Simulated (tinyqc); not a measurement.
Inside a calculation. Model: charge-trap memory cell.

Program tinyqc, `OMP_NUM_THREADS=1 python tinyqc.py 2130002 2130003 out.jsonl`; Intel Xeon 2.30GHz, shared host, one thread, about 0.04 s. Printed values are rounded.

Channel, tunnel oxide, storage layer, blocking layer, gate. N electrons per area sit in a sheet at the centroid and shift the threshold by U = (q/eps0) N (tb/eb + xc tn/en). EOT = t1 + 3.9 (tn/en + tb/eb); tunnel field F = (Vg - U)/EOT; dN/dt = eta (J/q)(1 - N/Nm). Fowler-Nordheim: J = A F^2 exp(-B/F), A = q^2/(16 pi^2 hbar mo phi) (times 1e14 for A/cm^2 with F in V/nm, emitter mass m0), B = (4/3) sqrt(mo/C) phi^1.5, C = hbar^2/(2 m0).

Inputs (values chosen for the exercise); oxide values close to those of silicon dioxide, storage layer close to silicon nitride, blocking layer close to aluminium oxide:
```
symbol,value,unit,meaning
phi,3.08,eV,tunnel barrier
mo,0.4,m0,tunnelling mass
t1,4,nm,tunnel oxide (permittivity 3.9)
tn,6.1,nm,storage layer
en,7.3,,its relative permittivity
tb,12.2,nm,blocking layer
eb,9,,its relative permittivity
xc,0.34,,"charge centroid, share of tn counted from the blocking side"
eta,0.81,,capture efficiency of an empty layer
Nm,1.7e13,cm^-2,trap density
T,300,K,storage temperature
E1,0.82,eV,shallowest trap depth
E2,1.54,eV,deepest trap depth
nu,1e13,1/s,attempt frequency
Vg,14.9,V,gate voltage less flat band and surface potential
d0,1.3e-7,s,first time step
gr,1.8,,growth of the step
n,10,,steps
```

Constants: q = 1.602176634e-19 C, kB = 1.380649e-23 J/K, hbar = 1.054571817e-34 J s, m0 = 9.1093837015e-31 kg, Vt = kB T/q, eps0 = 8.8541878128e-14 F/cm where lengths are in cm, hbar^2/(2 m0) = 0.0380998212 eV nm^2. Results are converted to the units shown.

Range of the model: The Fowler-Nordheim form needs F t1 above phi; trap-assisted paths and leakage through the blocking layer are left out.

## Constants of the stack

EOT, the shift for 1e12 electrons per cm^2, the shift with all traps full, and the starting field, current and rate.

EOT = 12.54557 nm
shift for 1e12 cm^-2 = 0.2966995 V
shift with all traps full = 5.043892 V
F(0) = 1.187670 V/nm
J(0) = 0.5098178 A/cm^2
dN/dt at the start = 2.577446e18 cm^-2 s^-1

## Midpoint steps of growing length

N(half) = N + (d/2) r(N), N(new) = N + d r(N(half)), r = dN/dt; the step starts at d0 and is multiplied by gr each time. Field in the blocking layer (3.9 F + q N/eps0)/eb.

t, step 0 to 10 (s): [0, 1.3e-7, 3.64e-7, 7.852e-7, 1.543360e-6, 2.908048e-6, 5.364486e-6, 9.786076e-6, 1.774494e-5, 3.207088e-5, 5.785759e-5]
N, step 0 to 10 (cm^-2): [0, 3.085648e11, 7.637385e11, 1.378049e12, 2.133309e12, 2.989346e12, 3.902749e12, 4.838856e12, 5.773976e12, 6.693160e12, 7.587396e12]
U, step 0 to 10 (V): [0.000000, 0.091551, 0.226601, 0.408867, 0.632952, 0.886937, 1.157944, 1.435686, 1.713136, 1.985857, 2.251177]
F, step 0 to 10 (V/nm): [1.187670, 1.180373, 1.169608, 1.155080, 1.137218, 1.116973, 1.095371, 1.073232, 1.051117, 1.029379, 1.008230]
blocking field, step 0 to 10 (V/nm): [0.5146571, 0.5176987, 0.5221856, 0.5282412, 0.5356861, 0.5441245, 0.5531283, 0.5623560, 0.5715739, 0.5806347, 0.5894496]

A converged integration gives U = 2.324 V at the last time; the steps are 3.1 % below that. The tunnel field falls by 15.1 % while the blocking field rises by 14.5 %.

## Retention after ten years

Retention: filled traps are spread evenly in depth from E1 to E2, and each empties at the rate nu exp(-E/kB T). The share left is the mean of exp(-nu t exp(-E/kB T)) = [kB T/(E2 - E1)] [E1x(nu t exp(-E2/kB T)) - E1x(nu t exp(-E1/kB T))], E1x the exponential integral; traps shallower than about Ed = kB T ln(nu t) are empty. t = 3.15576e8 s.

Ed = 1.279765 eV
share left = 0.3407139
loss a decade while Ed lies between E1 and E2, kB T ln 10/(E2 - E1) = 0.08267560

The sharp-edge estimate (E2 - Ed)/(E2 - E1) is 0.361; the true edge lies 0.577 kB T deeper.
